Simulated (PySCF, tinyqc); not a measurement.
FCI on RHF in the sto-6g basis, frozen core, for BeH+, spin multiplicity 1, step by step. The lowest restricted solution is unstable here: a spin-polarised one lies 0.0277 hartree lower (PySCF). One step of it, computed by the program tinyqc.

Problem. FCI: determinants and Hamiltonian. Slater-Condon rules over spin orbitals, with the nuclear repulsion and the energy of the frozen orbital added and E(HF) subtracted on the diagonal. Only determinants linked to the reference directly or through others are kept (one block of an abelian symmetry group), so some states are absent.

one-electron integrals dressed by the frozen orbital, h + 2 (pq|11) - (p1|1q) (hartree), order 2, 3, 4, 5, 6:
```
[[-1.036390, 0.059504, 0.000000, 0.000000, 0.004553],
 [0.059504, -0.836394, 0.000000, 0.000000, -0.052264],
 [0.000000, 0.000000, -0.752482, 0.000000, 0.000000],
 [0.000000, 0.000000, 0.000000, -0.752482, 0.000000],
 [0.004553, -0.052264, 0.000000, 0.000000, -0.723356]]
```

energy of the frozen orbital, 2 h_11 + (11|11) = -14.10799761 hartree

Two-electron integrals over orbitals (pq|rs), unique and non-zero (hartree); the lowest 1 orbital is frozen and left out:
```
(22|22) 0.424086    (32|22) -0.059504   (32|32) 0.084029    (33|22) 0.335402
(33|32) 0.021154    (33|33) 0.401125    (42|42) 0.047911    (43|42) 0.036902
(43|43) 0.045706    (44|22) 0.341891    (44|32) 0.055603    (44|33) 0.365776
(44|44) 0.450117    (52|52) 0.047911    (53|52) 0.036902    (53|53) 0.045706
(54|54) 0.024258    (55|22) 0.341891    (55|32) 0.055603    (55|33) 0.365776
(55|44) 0.401601    (55|55) 0.450117    (62|22) -0.004553   (62|32) 0.060474
(62|33) -0.010371   (62|44) 0.070141    (62|55) 0.070141    (62|62) 0.110163
(63|22) 0.056369    (63|32) -0.081745   (63|33) -0.035275   (63|44) -0.047953
(63|55) -0.047953   (63|62) -0.062102   (63|63) 0.098448    (64|42) 0.021822
(64|43) 0.003989    (64|64) 0.020937    (65|52) 0.021822    (65|53) 0.003989
(65|65) 0.020937    (66|22) 0.429263    (66|32) -0.059181   (66|33) 0.365647
(66|44) 0.348853    (66|55) 0.348853    (66|62) -0.019623   (66|63) 0.051391
(66|66) 0.458658
```

nuclear repulsion = 1.02902715 hartree

Hartree-Fock energy = -14.72766317 hartree

Give: determinants; H - E(HF) between determinants.

Solution.

Occupation strings over the orbitals (2 doubly, a alpha, b beta, 0 empty; spin orbitals ordered 1a 1b 2a 2b ...): 220000 2ab000 2a000b 2ba000 2b000a 202000 20a00b 200200 200020 20b00a 200002

H - E(HF) between determinants (hartree), order 220000, 2ab000, 2a000b, 2ba000, 2b000a, 202000, 20a00b, 200200, 200020, 20b00a, 200002:
```
[[0.0000, 0.0000, 0.0000, 0.0000, 0.0000, 0.0840, 0.0605, 0.0479, 0.0479, -0.0605, 0.1102],
 [0.0000, 0.1113, 0.0041, -0.0840, -0.0605, 0.0807, -0.0817, 0.0369, 0.0369, 0.0058, -0.0621],
 [0.0000, 0.0041, 0.3182, -0.0605, -0.1102, -0.0817, 0.0003, 0.0218, 0.0218, 0.0621, -0.0151],
 [0.0000, -0.0840, -0.0605, 0.1113, 0.0041, -0.0807, 0.0058, -0.0369, -0.0369, -0.0817, 0.0621],
 [0.0000, -0.0605, -0.1102, 0.0041, 0.3182, 0.0817, 0.0621, -0.0218, -0.0218, 0.0003, 0.0151],
 [0.0840, 0.0807, -0.0817, -0.0807, 0.0817, 0.3770, -0.0875, 0.0457, 0.0457, 0.0875, 0.0984],
 [0.0605, -0.0817, 0.0003, 0.0058, 0.0621, -0.0875, 0.4546, 0.0040, 0.0040, -0.0984, -0.0009],
 [0.0479, 0.0369, 0.0218, -0.0369, -0.0218, 0.0457, 0.0040, 0.5938, 0.0243, -0.0040, 0.0209],
 [0.0479, 0.0369, 0.0218, -0.0369, -0.0218, 0.0457, 0.0040, 0.0243, 0.5938, -0.0040, 0.0209],
 [-0.0605, 0.0058, 0.0621, -0.0817, 0.0003, 0.0875, -0.0984, -0.0040, -0.0040, 0.4546, 0.0009],
 [0.1102, -0.0621, -0.0151, 0.0621, 0.0151, 0.0984, -0.0009, 0.0209, 0.0209, 0.0009, 0.6606]]
```
